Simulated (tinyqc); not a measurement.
Raising U: Hubbard chain of 3 sites, mean field against exact. Computed by the program tinyqc. Collinear unrestricted mean field (the lowest of 40 random starts) against exact diagonalisation.

one-body matrix (hopping and site energies) (eV):
```
         1        2        3
1   0.0000  -1.9100   0.0000
2  -1.9100   0.0000  -1.9100
3   0.0000  -1.9100   0.0000
```

electrons, up and down: 2  1

Exact and mean-field results (eV):

| U | U/t | E exact | E mean field | mean \|n_up - n_down\| | double occupancy, exact | first gap in the sector |
|---|---|---|---|---|---|---|
| 0.950 | 0.497 | -4.83655 | -4.81456 | 0.367 | 0.189 | 2.569 |
| 1.910 | 1.000 | -4.32337 | -4.23712 | 0.413 | 0.168 | 2.413 |
| 3.820 | 2.000 | -3.47637 | -3.18333 | 0.556 | 0.129 | 2.078 |
| 5.730 | 3.000 | -2.83702 | -2.37377 | 0.729 | 0.096 | 1.764 |
| 7.640 | 4.000 | -2.36089 | -1.84260 | 0.837 | 0.072 | 1.502 |
| 11.460 | 6.000 | -1.73186 | -1.25464 | 0.926 | 0.042 | 1.127 |
| 15.280 | 8.000 | -1.35173 | -0.94730 | 0.958 | 0.026 | 0.888 |
| 22.920 | 12.000 | -0.92970 | -0.63443 | 0.981 | 0.013 | 0.616 |
| 38.200 | 20.000 | -0.56737 | -0.38152 | 0.993 | 4.85e-03 | 0.377 |

What does the comparison show, and why?

In absolute terms mean field is worst at U/t = 4.0, 0.518 eV too high: at small U it is nearly exact, and at large U it misses only exchange-scale energies. Relative to the exact energy its error is 0.5 % at the smallest U, 33 % at most and 33 % at the largest. The double occupancy falls from 0.189 to 0.005; at the largest U the first gap is 0.99 times the exchange scale 4t^2/U.
